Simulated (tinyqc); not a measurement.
## Capacitances against the line height

Endless row of lines of width wl, height tl and space sl between grounded planes at distance hd; e2 fills the gaps beside the lines, e1 the rest. Laplace's equation is solved on meshes of 3, 6 and 12 steps per unit u and extrapolated (Aitken), which is good to about 0.2 %. C_even (all lines at 1 V) is the capacitance Cg to the planes; C_odd (neighbours in antiphase) = Cg + 4 Cc if only nearest neighbours couple, which defines Cc; total with quiet neighbours Cg + 2 Cc. Plate values 2 eps0 e1 wl/hd and eps0 e2 tl/sl.

Inputs (values chosen for the exercise):
- e1 = 3 (relative permittivity above and below the lines)
- e2 = 3.9 (relative permittivity between the lines)
- wl = 6 u (line width, in units u)
- sl = 4 u (space between lines)
- hd = 6 u (distance to each plane)

Constants: eps0 = 8.8541878128e-12 F/m. Results are converted to the units shown.

The same in every row: plate Cg (aF/um) = 53.1.

Capacitances against the line height:
```
tl (u),Cg (aF/um),Cc (aF/um),Cg + 2 Cc (aF/um),C_odd (aF/um),plate Cc (aF/um),"share of coupling, 2 Cc/(Cg + 2 Cc) (%)"
2,84.6,29.5,144,203,17.3,41.1
4,85.2,46.6,179,272,34.5,52.3
6,85.4,63.9,213,341,51.8,59.9
8,85.4,81.1,248,410,69.1,65.5
12,85.4,116,317,548,104,73.0
16,85.4,150,386,686,138,77.9
```

What does the comparison show?

As tl goes from 2 to 16, Cg rises from 84.6 to 85.4 aF/um, Cc rises from 29.5 to 150 aF/um and the share of coupling rises from 41.1 to 77.9 %. Cg is 1.59 times its plate value in the first row and 1.61 times in the last; for Cc the ratios are 1.71 and 1.09. Neighbours in antiphase raise the load by a factor of 1.41 and 1.78 over quiet ones.

Computed by the program tinyqc: `OMP_NUM_THREADS=1 python tinyqc.py 2790203 2790204 out.jsonl`, one thread of a shared Intel Xeon 2.30GHz, about 0.8 s for the whole run.
